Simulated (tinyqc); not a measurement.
CIS on RHF in the 6-31g basis, for H3-, spin multiplicity 1, step by step (part 2 of 2). The basis has no diffuse functions, so it cannot describe the extra electron: this is an exercise in the method, not the real anion. Computed by tinyqc, a small Python program that keeps every step (integrals from PySCF). Command: `OMP_NUM_THREADS=1 python tinyqc.py 28663 28664 out.jsonl` (the two numbers bound the seeds that draw the settings). One thread of a shared host (Intel(R) Xeon(R) Processor @ 2.60GHz), about 0.06 s of CPU time with the checks.

Geometry (angstrom):

| atom | x | y | z |
|---|---|---|---|
| H | 0.0000 | 0.0000 | 0.0000 |
| H | 0.0000 | 0.0000 | 1.0460 |
| H | 0.0000 | 1.0380 | -0.4530 |

## CIS singlet states

CIS matrix A, singlet (hartree):
```
         1>3      1>4      1>5      1>6      2>3      2>4      2>5      2>6
1>3   0.5115  -0.0165   0.0080   0.0029   0.0005  -0.0018  -0.0061   0.0035
1>4  -0.0165   1.2223   0.0018  -0.0057  -0.0151   0.0048  -0.0083   0.0011
1>5   0.0080   0.0018   1.3352   0.0048  -0.0375   0.0193  -0.0099  -0.0096
1>6   0.0029  -0.0057   0.0048   1.4065   0.0044  -0.0117  -0.0358   0.0025
2>3   0.0005  -0.0151  -0.0375   0.0044   0.2295   0.0278  -0.0133  -0.0103
2>4  -0.0018   0.0048   0.0193  -0.0117   0.0278   0.9298   0.0177  -0.0265
2>5  -0.0061  -0.0083  -0.0099  -0.0358  -0.0133   0.0177   1.0792   0.0034
2>6   0.0035   0.0011  -0.0096   0.0025  -0.0103  -0.0265   0.0034   1.1584
```

dipole integrals <i|r|a> (bohr):
```
          x        y        z
1>3  0.0000  -0.6961  -0.5747
1>4  0.0000  -0.1251  -0.0394
1>5  0.0000  -0.0128   0.0538
1>6  0.0000  -0.0317   0.0048
2>3  0.0000  -0.7828   1.0841
2>4  0.0000   0.1215  -0.2173
2>5  0.0000  -0.0457   0.0758
2>6  0.0000   0.0661  -0.1306
```

Diagonalise A (1 hartree = 27.211386 eV); each vector has its largest component positive (the first on a tie). The transition dipole is mu = sqrt2 sum c_ia <i|r|a>.

singlet excitation energies (eV): 6.1635  13.9023  25.1663  29.2992  31.5888  33.2866  36.4076  38.4039

lowest vectors:
```
     state 1  state 2  state 3  state 4  state 5  state 6
1>3  -0.0018   0.9996  -0.0016  -0.0117   0.0066  -0.0227
1>4   0.0153   0.0233  -0.0169   0.0538  -0.0127   0.9973
1>5   0.0347  -0.0097  -0.0427   0.0252   0.0643  -0.0246
1>6  -0.0037  -0.0026   0.0148   0.1120  -0.0136   0.0214
2>3   0.9983   0.0018   0.0426  -0.0131  -0.0169  -0.0133
2>4  -0.0406   0.0035   0.9851   0.1137  -0.1087   0.0078
2>5   0.0167   0.0107  -0.1121   0.9852   0.0198  -0.0574
2>6   0.0101  -0.0055   0.1137  -0.0068   0.9915   0.0166
```

oscillator strengths 2/3 w |mu|^2: 0.5483  0.5580  0.0583  0.0035  0.0291  0.0186

## CIS matrix, triplets

orbital energies (hartree): MO1 -0.2646, MO2 0.0409, MO3 0.4878, MO4 1.2791, MO5 1.3858, MO6 1.4894

Given earlier and not repeated: Two-electron integrals over orbitals (pq|rs).

A(ia,jb) = (e_a - e_i) d_ij d_ab - (ij|ab).

CIS matrix A, triplet (hartree):
```
         1>3      1>4      1>5      1>6      2>3      2>4      2>5      2>6
1>3   0.3644   0.0287  -0.0067   0.1037   0.0053  -0.0001   0.0114  -0.0035
1>4   0.0287   1.0773   0.0022  -0.0400  -0.0001   0.0491   0.0681  -0.0372
1>5  -0.0067   0.0022   1.2372   0.0262   0.0114   0.0681  -0.0628  -0.1106
1>6   0.1037  -0.0400   0.0262   1.2510  -0.0035  -0.0372  -0.1106   0.0212
2>3   0.0053  -0.0001   0.0114  -0.0035   0.1100   0.0065   0.0021   0.0594
2>4  -0.0001   0.0491   0.0681  -0.0372   0.0065   0.8798  -0.0024   0.0319
2>5   0.0114   0.0681  -0.0628  -0.1106   0.0021  -0.0024   0.9153  -0.0264
2>6  -0.0035  -0.0372  -0.1106   0.0212   0.0594   0.0319  -0.0264   1.0278
```

## CIS triplet states

Diagonalise A (1 hartree = 27.211386 eV); each vector has its largest component positive (the first on a tie).

triplet excitation energies (eV): 2.8738  9.5275  22.6817  23.3122  27.4916  29.6725  35.0102  36.1758

lowest vectors:
```
     state 1  state 2  state 3  state 4  state 5  state 6
1>3  -0.0241   0.9907   0.0162   0.0456  -0.0062   0.0912
1>4  -0.0010  -0.0416  -0.2317  -0.2103   0.2501   0.8701
1>5  -0.0168   0.0092  -0.2256   0.2054   0.2281  -0.1568
1>6   0.0062  -0.1210   0.1048   0.1938  -0.0527   0.3601
2>3   0.9973   0.0249  -0.0212   0.0211   0.0598  -0.0134
2>4  -0.0039  -0.0065   0.8831  -0.0416   0.4338   0.0568
2>5  -0.0048  -0.0375   0.0850   0.9109  -0.1477   0.2009
2>6  -0.0666   0.0048  -0.3109   0.2049   0.8179  -0.1912
```
